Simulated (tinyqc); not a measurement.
Inside a calculation. Method: Hubbard ring of 5 sites. Computed by tinyqc, a small Python program that keeps every step. Settings: hopping = 1.08, U = 4.9, mixing = 0.5, iteration cap = 76. Command: `OMP_NUM_THREADS=1 python tinyqc.py 27540 27541 out.jsonl` (the two numbers bound the seeds that draw the settings). One thread of a shared host (Intel(R) Xeon(R) Processor @ 2.60GHz), about 0.2 s of CPU time with the checks.

one-body matrix (hopping and site energies) (eV), order 1, 2, 3, 4, 5:
$$\begin{pmatrix}
0.65000 & -1.08000 & 0.00000 & 0.00000 & -1.08000 \\
-1.08000 & -0.29000 & -1.08000 & 0.00000 & 0.00000 \\
0.00000 & -1.08000 & 0.97000 & -1.08000 & 0.00000 \\
0.00000 & 0.00000 & -1.08000 & -0.19000 & -1.08000 \\
-1.08000 & 0.00000 & 0.00000 & -1.08000 & 0.94000
\end{pmatrix}$$

U = 4.90000 eV

electrons, up and down: [1, 1]

n(up) at the start (a guess, not normalised): 1 0.20000, 2 0.20000, 3 0.20000, 4 0.20000, 5 0.20000

n(down) at the start (a guess): 1 0.20000, 2 0.20000, 3 0.20000, 4 0.20000, 5 0.20000

Each step fills the lowest levels of T + U n(other spin) and sets n(new) = n + mixing (n(out) - n); stop when output and input agree to 1e-8.

Course of the cycle:
```
iteration      E (eV)  largest |n(out) - n(in)|  mean |n_up - n_down|
1          -2.5657074                  1.14e-01               0.00000
2          -2.6136747                  3.47e-02               0.00000
3          -2.6169707                  1.07e-02               0.00000
4          -2.6174600                  4.56e-03               0.00000
5          -2.6175388                  1.62e-03               0.00000
6          -2.6175520                  6.91e-04               0.00000
7          -2.6175543                  2.64e-04               0.00000
8          -2.6175547                  1.13e-04               0.00000
9          -2.6175547                  4.50e-05               0.00000
10         -2.6175548                  1.91e-05               0.00000
11         -2.6175548                  7.75e-06               0.00000
12         -2.6175548                  3.29e-06               0.00000
13         -2.6175548                  1.35e-06               0.00000
14         -2.6175548                  5.68e-07               0.00000
15         -2.6175548                  2.35e-07               0.00000
16         -2.6175548                  9.84e-08               0.00000
17         -2.6175548                  4.09e-08               0.00000
18         -2.6175548                  1.71e-08               0.00000
19         -2.6175548                  7.10e-09               0.00000
```

Can the last value be used, and what does the course show?

No, though the log alone does not show it. Converged in 19 iterations. But random starts reach -2.84930 eV, so this is another stationary point, not the lowest one. Reruns (cap 100 unless said): mixing 0.2: converged in 46 to a higher stationary point (E = -2.61755); mixing 0.9: not converged. Before convergence this energy mixes input and output and is not variational, so it may rise towards its limit.
